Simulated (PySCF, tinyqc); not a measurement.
Worked calculation: RKS/exchange-only LDA in the sto-3g basis, for H4, spin multiplicity 1. The lowest restricted solution is unstable here: a spin-polarised one lies 0.0086 hartree lower (PySCF). Computed by tinyqc, a small Python program that keeps every step (integrals from PySCF). Settings: charge = 0, multiplicity = 1, basis = sto-3g, energy threshold = 1e-09, iteration cap = 74, orthogonalisation = canonical, start = random, DIIS depth = 6, DIIS from iteration = 2, damping = 0.5, method = RKS, functional = Slater exchange alone, grid = [20, 86]. Command: `OMP_NUM_THREADS=1 python tinyqc.py 22656 22657 out.jsonl` (the two numbers bound the seeds that draw the settings). One thread of a shared host (Intel(R) Xeon(R) Processor @ 2.60GHz), about 0.3 s of CPU time with the checks. Later iterations appear only in the table of the cycle.

## One-electron integrals

Geometry (angstrom):
```
atom       x       y       z
H     0.0000  0.0000  0.0000
H     0.0000  0.0000  1.4930
H     0.0000  0.0000  2.8580
H     0.0000  0.0000  4.3510
```

Basis sto-3g: exponents (1/bohr^2) and contraction coefficients of normalised primitives:
```
element  l (shell)  exponent  coefficient
H            s (1)    3.4253       0.1543
H            s (1)    0.6239       0.5353
H            s (1)    0.1689       0.4446
```

Overlap, kinetic and nuclear-attraction integrals over the contracted functions; the nuclear repulsion is the sum of Za Zb / Rab.

nuclear repulsion = 1.588488 hartree

overlap S:
```
        1H 1s   2H 1s   3H 1s   4H 1s
1H 1s  1.0000  0.2594  0.0245  0.0007
2H 1s  0.2594  1.0000  0.3104  0.0245
3H 1s  0.0245  0.3104  1.0000  0.2594
4H 1s  0.0007  0.0245  0.2594  1.0000
```

kinetic energy T (hartree):
```
         1H 1s    2H 1s    3H 1s    4H 1s
1H 1s   0.7600   0.0102  -0.0079  -0.0006
2H 1s   0.0102   0.7600   0.0241  -0.0079
3H 1s  -0.0079   0.0241   0.7600   0.0102
4H 1s  -0.0006  -0.0079   0.0102   0.7600
```

nuclear attraction V (hartree):
```
         1H 1s    2H 1s    3H 1s    4H 1s
1H 1s  -1.8864  -0.4423  -0.0403  -0.0011
2H 1s  -0.4423  -2.1496  -0.5777  -0.0403
3H 1s  -0.0403  -0.5777  -2.1496  -0.4423
4H 1s  -0.0011  -0.0403  -0.4423  -1.8864
```

core Hamiltonian H = T + V (hartree):
```
         1H 1s    2H 1s    3H 1s    4H 1s
1H 1s  -1.1263  -0.4321  -0.0482  -0.0017
2H 1s  -0.4321  -1.3896  -0.5535  -0.0482
3H 1s  -0.0482  -0.5535  -1.3896  -0.4321
4H 1s  -0.0017  -0.0482  -0.4321  -1.1263
```

## Two-electron integrals

Functions are numbered as in S; the eight-fold symmetry (ij|kl) = (ji|kl) = (kl|ij) leaves the list below.

Two-electron integrals (ij|kl) in chemists' order, unique and non-zero (hartree):
```
(11|11) 0.7746     (21|11) 0.1393     (21|21) 0.0382     (22|11) 0.3473
(22|21) 0.1393     (22|22) 0.7746     (31|11) 0.0091     (31|21) 0.0030
(31|22) 0.0134     (31|31) 2.81e-04   (32|11) 0.0767     (32|21) 0.0297
(32|22) 0.1731     (32|31) 0.0035     (32|32) 0.0564     (33|11) 0.1851
(33|21) 0.0663     (33|22) 0.3757     (33|31) 0.0091     (33|32) 0.1731
(33|33) 0.7746     (41|11) 1.74e-04   (41|21) 6.34e-05   (41|22) 3.40e-04
(41|31) 7.24e-06   (41|32) 1.10e-04   (41|33) 3.40e-04   (41|41) 2.23e-07
(42|11) 0.0046     (42|21) 0.0016     (42|22) 0.0091     (42|31) 2.07e-04
(42|32) 0.0035     (42|33) 0.0134     (42|41) 7.24e-06   (42|42) 2.81e-04
(43|11) 0.0384     (43|21) 0.0128     (43|22) 0.0663     (43|31) 0.0016
(43|32) 0.0297     (43|33) 0.1393     (43|41) 6.34e-05   (43|42) 0.0030
(43|43) 0.0382     (44|11) 0.1216     (44|21) 0.0384     (44|22) 0.1851
(44|31) 0.0046     (44|32) 0.0767     (44|33) 0.3473     (44|41) 1.74e-04
(44|42) 0.0091     (44|43) 0.1393     (44|44) 0.7746
```

## Orthogonalisation

S = U s U^T; canonical form X = U s^(-1/2), so that X^T S X = 1. Each column of U has its largest component positive (the first on a tie).

eigenvalues of S: 0.5632  0.8322  1.1258  1.4789

X:
```
             1        2        3       4
1H 1s  -0.4467   0.6665   0.5868  0.2968
2H 1s   0.8296  -0.3957   0.3160  0.5000
3H 1s  -0.8296  -0.3957  -0.3160  0.5000
4H 1s   0.4467   0.6665  -0.5868  0.2968
```

## Starting guess

The start is random orthonormal orbitals; D = 2 C_occ C_occ^T.

D at the start:
```
         1H 1s    2H 1s    3H 1s    4H 1s
1H 1s   1.9732  -0.7143  -0.1517  -0.3932
2H 1s  -0.7143   0.2717  -0.0876   0.2704
3H 1s  -0.1517  -0.0876   1.5547  -1.3558
4H 1s  -0.3932   0.2704  -1.3558   1.3233
```

## Iteration 1: exchange-correlation on the grid

Becke grid with 20 radial and 86 angular points per atom, points of zero weight dropped. rho = sum D_ij phi_i phi_j; V_xc,ij = sum w v_xc phi_i phi_j; v_xc is d(rho eps)/d rho.

The 12 grid points with the largest w rho, of 6866 (bohr, atomic units):
```
x              y        z       w     rho   eps_xc     v_xc
-0.4604   0.0000  -1.1408  0.0747  0.0559  -0.2824  -0.3765
0.4604    0.0000  -1.1408  0.0747  0.0559  -0.2824  -0.3765
0.0000   -0.4604  -1.1408  0.0747  0.0559  -0.2824  -0.3765
0.0000    0.4604  -1.1408  0.0747  0.0559  -0.2824  -0.3765
0.7103   -0.7103  -0.7103  0.0755  0.0552  -0.2812  -0.3749
-0.7103   0.7103  -0.7103  0.0755  0.0552  -0.2812  -0.3749
0.7103    0.7103  -0.7103  0.0755  0.0552  -0.2812  -0.3749
-0.7103  -0.7103  -0.7103  0.0755  0.0552  -0.2812  -0.3749
0.2326    0.8542  -0.8542  0.0751  0.0555  -0.2817  -0.3755
-0.2326  -0.8542  -0.8542  0.0751  0.0555  -0.2817  -0.3755
-0.8542   0.2326  -0.8542  0.0751  0.0555  -0.2817  -0.3755
-0.8542  -0.2326  -0.8542  0.0751  0.0555  -0.2817  -0.3755
```

electrons on the grid, sum of w rho = 3.9998

E_xc = sum of w rho eps_xc = -1.258726 hartree

V_xc (hartree):
```
         1H 1s    2H 1s    3H 1s    4H 1s
1H 1s  -0.4269  -0.0622  -0.0049  -0.0001
2H 1s  -0.0622  -0.2127  -0.0812  -0.0059
3H 1s  -0.0049  -0.0812  -0.3830  -0.0709
4H 1s  -0.0001  -0.0059  -0.0709  -0.3598
```

## Iteration 1: building the Kohn-Sham matrix

J_ij = sum D_kl (ij|kl); F = H + J + V_xc; E = tr D H + tr D J / 2 + E_xc + E_nn.

Coulomb J (hartree):
```
        1H 1s   2H 1s   3H 1s   4H 1s
1H 1s  1.7545  0.3721  0.0327  0.0009
2H 1s  0.3721  1.3162  0.4370  0.0336
3H 1s  0.0327  0.4370  1.6326  0.3687
4H 1s  0.0009  0.0336  0.3687  1.4125
```

Kohn-Sham matrix F (hartree):
```
         1H 1s    2H 1s    3H 1s    4H 1s
1H 1s   0.2013  -0.1221  -0.0205  -0.0009
2H 1s  -0.1221  -0.2861  -0.1978  -0.0205
3H 1s  -0.0205  -0.1978  -0.1400  -0.1342
4H 1s  -0.0009  -0.0205  -0.1342  -0.0737
```

total energy of this density = -0.732115 hartree

This density is the starting one.

## Iteration 1: diagonalisation and new density

Diagonalise F' = X^T F X, C = X C', fill 2 alpha and 2 beta electrons from the bottom; D = 2 C_occ C_occ^T; the new density keeps 0.5 of the old one (damping). Each column has its largest component positive (the first on a tie).

F' = X^T F X (hartree):
```
         1        2        3        4
1   0.1645  -0.0251  -0.1164  -0.0968
2  -0.0251   0.0841   0.1255   0.1233
3  -0.1164   0.1255  -0.0384   0.0295
4  -0.0968   0.1233   0.0295  -0.2826
```

orbital energies (hartree): MO1 -0.3376, MO2 -0.1275, MO3 0.0992, MO4 0.2934

coefficients C:
```
          MO1      MO2      MO3      MO4
1H 1s  0.0585  -0.1040  -0.3059   0.9841
2H 1s  0.7713  -0.4801  -0.3359  -0.5064
3H 1s  0.3916   0.4617   0.8372   0.3567
4H 1s  0.1051   0.7113  -0.7284  -0.1692
```

D after iteration 1:
```
         1H 1s    2H 1s    3H 1s    4H 1s
1H 1s   1.0008  -0.2621  -0.1010  -0.2644
2H 1s  -0.2621   0.9613   0.0365  -0.1253
3H 1s  -0.1010   0.0365   1.1439  -0.3083
4H 1s  -0.2644  -0.1253  -0.3083   1.1787
```

## Iteration 2: exchange-correlation on the grid

As before.

The 12 grid points with the largest w rho, of 6866 (bohr, atomic units):
```
x              y       z       w     rho   eps_xc     v_xc
-0.7103   0.7103  4.6906  0.0710  0.0358  -0.2433  -0.3245
-0.7103  -0.7103  4.6906  0.0710  0.0358  -0.2433  -0.3245
0.7103    0.7103  4.6906  0.0710  0.0358  -0.2433  -0.3245
0.7103   -0.7103  4.6906  0.0710  0.0358  -0.2433  -0.3245
-0.7103   0.7103  8.9325  0.0755  0.0334  -0.2378  -0.3171
0.7103    0.7103  8.9325  0.0755  0.0334  -0.2378  -0.3171
-0.7103  -0.7103  8.9325  0.0755  0.0334  -0.2378  -0.3171
0.7103   -0.7103  8.9325  0.0755  0.0334  -0.2378  -0.3171
-0.2326  -0.8542  4.5466  0.0667  0.0378  -0.2478  -0.3304
0.8542   -0.2326  4.5466  0.0667  0.0378  -0.2478  -0.3304
-0.2326   0.8542  4.5466  0.0667  0.0378  -0.2478  -0.3304
0.8542    0.2326  4.5466  0.0667  0.0378  -0.2478  -0.3304
```

electrons on the grid, sum of w rho = 3.9998

E_xc = sum of w rho eps_xc = -1.114338 hartree

V_xc (hartree):
```
         1H 1s    2H 1s    3H 1s    4H 1s
1H 1s  -0.3519  -0.0742  -0.0064  -0.0002
2H 1s  -0.0742  -0.3597  -0.0978  -0.0067
3H 1s  -0.0064  -0.0978  -0.3784  -0.0783
4H 1s  -0.0002  -0.0067  -0.0783  -0.3717
```

## Iteration 2: building the Kohn-Sham matrix

As before.

Coulomb J (hartree):
```
        1H 1s   2H 1s   3H 1s   4H 1s
1H 1s  1.3700  0.3677  0.0355  0.0010
2H 1s  0.3677  1.6337  0.5001  0.0370
3H 1s  0.0355  0.5001  1.7284  0.3966
4H 1s  0.0010  0.0370  0.3966  1.5062
```

Kohn-Sham matrix F (hartree):
```
         1H 1s    2H 1s    3H 1s    4H 1s
1H 1s  -0.1082  -0.1386  -0.0191  -0.0008
2H 1s  -0.1386  -0.1157  -0.1513  -0.0179
3H 1s  -0.0191  -0.1513  -0.0396  -0.1139
4H 1s  -0.0008  -0.0179  -0.1139   0.0082
```

total energy of this density = -1.292736 hartree

This density is a damped mixture and is not idempotent.

## Iteration 2: diagonalisation and new density

As before.

F' = X^T F X (hartree):
```
         1        2        3        4
1   0.2414   0.0421  -0.0101  -0.0161
2   0.0421   0.0358  -0.0349   0.0080
3  -0.0101  -0.0349  -0.0990  -0.0421
4  -0.0161   0.0080  -0.0421  -0.2093
```

orbital energies (hartree): MO1 -0.2243, MO2 -0.0947, MO3 0.0371, MO4 0.2508

coefficients C:
```
          MO1      MO2      MO3      MO4
1H 1s  0.4583   0.6308   0.5941   0.3396
2H 1s  0.6040   0.0068  -0.5753  -0.7062
3H 1s  0.3351  -0.5330  -0.0834   0.8895
4H 1s  0.1137  -0.4568   0.7137  -0.5875
```

D after iteration 2:
```
         1H 1s   2H 1s    3H 1s    4H 1s
1H 1s   1.1084  0.1501  -0.2331  -0.3683
2H 1s   0.1501  0.8455   0.2170   0.0029
3H 1s  -0.2331  0.2170   0.9683   0.1275
4H 1s  -0.3683  0.0029   0.1275   0.8110
```

## Iteration 31 (converged): orbitals

converged F (hartree):
```
         1H 1s    2H 1s    3H 1s    4H 1s
1H 1s  -0.0664  -0.1277  -0.0187  -0.0008
2H 1s  -0.1277  -0.0884  -0.1556  -0.0187
3H 1s  -0.0187  -0.1556  -0.0884  -0.1277
4H 1s  -0.0008  -0.0187  -0.1277  -0.0664
```

Diagonalise F' = X^T F X, C = X C', fill 2 alpha and 2 beta electrons from the bottom; D = 2 C_occ C_occ^T. Each column has its largest component positive (the first on a tie).

F' = X^T F X (hartree):
```
         1       2        3        4
1   0.2279  0.0000  -0.0058   0.0000
2   0.0000  0.0183   0.0000   0.0067
3  -0.0058  0.0000  -0.1126   0.0000
4   0.0000  0.0067   0.0000  -0.2207
```

orbital energies (hartree): MO1 -0.2209, MO2 -0.1127, MO3 0.0185, MO4 0.2280

coefficients C:
```
          MO1      MO2      MO3      MO4
1H 1s  0.2780  -0.5791   0.6746  -0.4566
2H 1s  0.5109  -0.3300  -0.3815   0.8241
3H 1s  0.5109   0.3300  -0.3815  -0.8241
4H 1s  0.2780   0.5791   0.6746   0.4566
```

D after iteration 31:
```
         1H 1s    2H 1s    3H 1s    4H 1s
1H 1s   0.8253   0.6662  -0.0982  -0.5163
2H 1s   0.6662   0.7398   0.3043  -0.0982
3H 1s  -0.0982   0.3043   0.7398   0.6662
4H 1s  -0.5163  -0.0982   0.6662   0.8253
```

## Convergence

Stop when the energy changes by less than 1e-09 hartree and every element of the error matrix X^T (F D S - S D F) X is below 9e-06.

Course of the cycle:
```
iteration  E (hartree)     change  largest element of the error matrix
1            -0.732115          -                             2.57e-01
2            -1.292736  -5.61e-01                             8.50e-02
3            -1.522324  -2.30e-01                             9.39e-02
4            -1.657195  -1.35e-01                             2.76e-02
5            -1.719954  -6.28e-02                             3.01e-02
6            -1.751142  -3.12e-02                             4.13e-02
7            -1.766517  -1.54e-02                             4.94e-02
8            -1.775812  -9.29e-03                             2.43e-02
9            -1.780137  -4.32e-03                             1.30e-02
10           -1.782245  -2.11e-03                             6.69e-03
11           -1.783281  -1.04e-03                             3.35e-03
12           -1.783794  -5.13e-04                             1.67e-03
13           -1.784050  -2.55e-04                             8.38e-04
14           -1.784177  -1.27e-04                             4.19e-04
...                ...        ...                                  ...
18           -1.784296  -7.94e-06                             2.62e-05
19           -1.784300  -3.97e-06                             1.31e-05
20           -1.784302  -1.99e-06                             6.55e-06
21           -1.784303  -9.93e-07                             3.27e-06
22           -1.784304  -4.96e-07                             1.64e-06
23           -1.784304  -2.48e-07                             8.19e-07
24           -1.784304  -1.24e-07                             4.09e-07
25           -1.784304  -6.20e-08                             2.05e-07
26           -1.784304  -3.10e-08                             1.02e-07
27           -1.784304  -1.55e-08                             5.12e-08
28           -1.784304  -7.75e-09                             2.56e-08
29           -1.784304  -3.88e-09                             1.28e-08
30           -1.784304  -1.94e-09                             6.40e-09
31           -1.784304  -9.69e-10                             3.20e-09
```

PySCF RKS in the same basis, fine grid = -1.784330 hartree

Converged in 31 iterations. The coarse grid moves the energy by +2.52e-05 hartree.

## Populations, bond orders and dipole

Mulliken: Z minus the diagonal of D S on the atom; Loewdin: the same with S^(1/2) D S^(1/2); Mayer order: 2 sum_s sum (D(s) S)_ij (D(s) S)_ji over the two atoms.

Charges (e):
```
atom  Mulliken  Loewdin
1H      0.0047   0.0028
2H     -0.0047  -0.0028
3H     -0.0047  -0.0028
4H      0.0047   0.0028
```

Mayer bond orders:
```
pair     order
2-1     0.7246
3-1   3.19e-06
3-2     0.2754
4-1     0.2754
4-2   3.19e-06
4-3     0.7246
```

dipole moment about the origin, x y z (debye): 0.0000  0.0000  0.0000
